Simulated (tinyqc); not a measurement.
Inside a calculation. Model: domain walls in a thin film with perpendicular anisotropy: Bloch, Neel and chiral walls, motion and stripe domains. Computed by tinyqc, a small Python program that keeps every step. Command: `OMP_NUM_THREADS=1 python tinyqc.py 3005173 3005174 out.jsonl mwall walk`. One thread of a shared host (Intel(R) Xeon(R) Processor @ 2.30GHz), about 0.01 s of CPU time with the checks. Intermediate numbers are printed to about 5 digits and carried at full precision; extremes and crossings named in words are read from the listed rows.

One-dimensional wall: polar angle theta(x), azimuth phi of the moment in the wall (phi = 0 Neel, 90 degrees Bloch). mu_0 = 1.25663706212e-6 T m/A, gamma = 1.76085963023e11 rad/(s T).

Inputs (values chosen for the exercise, for a model film): saturation magnetisation M_s = 1220 kA/m; exchange stiffness A = 20 pJ/m; uniaxial anisotropy K_u = 1810 kJ/m^3; DMI constant D = 0.76 mJ/m^2; thickness t = 2.2 nm; damping alpha = 0.01; current density J = 1.1 1e12 A/m^2; spin Hall angle theta_SH = 0.26.

Drive: spin-orbit torque.

Constants: hbar = 1.054571817e-34 J s; e = 1.602176634e-19 C.

## Width and energy of the Bloch wall

K_eff = K_u - mu_0 M_s^2/2; Delta = sqrt(A/K_eff); sigma_0 = 4 sqrt(A K_eff); profile theta = 2 arctan exp(x/Delta); quality factor Q = 2 K_u/(mu_0 M_s^2).

K_eff = 874.81 kJ/m^3

width parameter Delta = 4.7814 nm

sigma_0 = 16.731 mJ/m^2

quality factor Q = 1.9354

## Bloch or Neel

sigma(phi) = sigma_0 + 2 Delta K_D cos^2(phi) - pi D cos(phi), with the wall shape anisotropy K_D = N_x mu_0 M_s^2/2, N_x = t ln 2/(pi Delta). The minimum has cos(phi) = D/D_N for D < D_N = 4 Delta K_D/pi and phi = 0 beyond; sigma turns negative at D_c = (sigma_0 + 2 Delta K_D)/pi.

K_D = 94.938 kJ/m^3

D_N = 0.57797 mJ/m^2

azimuth phi = 0 degrees

wall energy sigma = 15.252 mJ/m^2

D_c = 5.6148 mJ/m^2

A pure chiral Neel wall. D is 0.14 of D_c.

## Velocity under current

Spin-orbit drive: B_SL = hbar theta_SH J/(2 e M_s t) acts as the field (pi/2) B_SL cos(phi). Steady state: v = (gamma Delta/alpha)(pi/2) B_SL cos(phi) = gamma Delta [B_D sin(phi) - (B_K/2) sin(2 phi)], B_K = 2 K_D/M_s, B_D = pi D/(2 M_s Delta); the root with phi between its rest value and 90 degrees; v saturates at v_D = gamma Delta B_D.

B_SL = 35.069 mT

azimuth in motion = 87.931 degrees

velocity = 167.46 m/s

saturation velocity v_D = 172.31 m/s

v is 97 % of v_D: the wall has turned towards Bloch, where the torque loses its grip. Caution: pinning, heating and tilting of the wall are left out.

## Velocity against current

The formulas are those given above.

Steady motion:
```
J (1e12 A/m^2)  B_SL (mT)  phi (degrees)  v (m/s)  v at fixed rest phi (m/s)
0.02                 0.64         46.034    58.54                         84
0.05                 1.59         62.194    98.34                        211
0.10                 3.19         72.504   126.76                        422
0.20                 6.38         79.951   147.15                        843
0.50                15.94         85.599   161.77                       2108
1.00                31.88         87.730   166.98                       4216
2.00                63.76         88.847   169.63                       8433
5.00               159.40         89.535   171.24                      21081
```

The linear law holds to 5 % in 0 of the eight rows; in the last row v is 99.4 % of v_D = pi gamma D/(2 M_s), which depends on neither alpha nor theta_SH.

## Stripe domains

Dipolar length l = sigma/(mu_0 M_s^2); for t much smaller than the period the domain width is w = 0.955 t exp(pi l/t) (Kaplan and Gehring), given as log10 of w in nm.

dipolar length l = 8.1543 nm

log10 of the domain width in nm = 5.3795

Equilibrium domains are about 240000 nm wide.

## Raising D

The formulas are those given above.

Wall against D; the last column is the Kaplan-Gehring width, log10[0.955 t exp(pi sigma/(mu_0 M_s^2 t))/nm], with a dash where it falls below 10 Delta and the formula fails:
```
D (mJ/m^2)  phi (degrees)  sigma (mJ/m^2)  sigma/sigma_0  log10 domain width
0.12               78.017          16.692        0.99766              5.8572
0.29               59.884          16.503        0.98634              5.7944
0.46               37.261          16.156        0.96563              5.6795
1.10                0.000          14.184        0.84772              5.0253
2.20                0.000          10.728        0.64118              3.8795
3.40                0.000           6.958        0.41586              2.6295
4.50                0.000           3.502        0.20931                   -
5.10                0.000           1.617        0.09665                   -
```

D_N is 10 % of D_c, so a small D fixes the chirality long before it lowers the energy much. Beyond D_N sigma falls by pi per unit of D, and the domain width, which has sigma in an exponent, drops by 3.2 decades over the valid rows (values above 6 mean a single domain in any device).

Checks made by the program: sigma_0 against the integral over the profile (relative difference below 1e-10).
